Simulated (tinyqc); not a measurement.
# A square-lattice strip 2 sites wide in a magnetic flux, recursive Green functions: effect of the flux

The device has N = 5 slices of 2 site(s), nearest-neighbour hopping -t, and site energies U; the leads are semi-infinite continuations with site energy 0 and no flux. The hopping from slice i to i + 1 inside the device carries the phase exp(2 pi i f j) on row j = 1, 2, ...: V = <i+1|H|i> = -t diag(exp(2 pi i f j)).

Transverse modes n = 1..2: chi_n(j) = sqrt(2/3) sin(pi n j/3), energy e_n = -2 t cos(pi n/3). Sigma = t^2 sum_n chi_n chi_n^T g(E - e_n), g(x) = (x - i sqrt(4 t^2 - x^2))/(2 t^2) for |x| < 2 t and (x - sign(x) sqrt(x^2 - 4 t^2))/(2 t^2) otherwise; Gamma = i (Sigma - Sigma^dagger); both leads give the same. Forward pass: g_1 = (E - H_1 - Sigma)^(-1), g_i = (E - H_i - V g_(i-1) V^dagger)^(-1), with Sigma also subtracted on the last slice; G_(i,1) = g_i V G_(i-1,1), starting from g_1. H_i is the block of slice i: its site energies on the diagonal and -t between neighbouring rows. T(E) = Tr[Gamma G_(N,1) Gamma G_(N,1)^dagger].

Parameters, values chosen for the exercise:
- t = 1 eV (hopping (matrix element -t))
- U = [0.39, 0.89, 1.13, 0.7, -1.19, 1.02, 0.83, -0.75, 1.03, 0.57] eV (site energies, slice by slice (2 a slice))
- E = -2.21 eV (energy)

Effect of the flux:
```
f (h/q),T(E)
-0.5,0.8949
-0.4,0.01927
-0.3,0.04360
-0.2,0.1519
-0.1,0.2113
0,0.2225
0.1,0.2113
0.2,0.1519
0.3,0.04360
0.4,0.01927
0.5,0.8949
```

T(E) is the same at f and -f, as it must be for two terminals, and repeats with period 1 in f. It is 0.222 without flux, 0.895 at half a quantum, and lies between 0.0193 and 0.895 in these rows.

Numbers from tinyqc (`OMP_NUM_THREADS=1 python tinyqc.py 2660043 2660044 out.jsonl`; about 0.01 s on one thread of a shared Intel Xeon 2.30GHz).
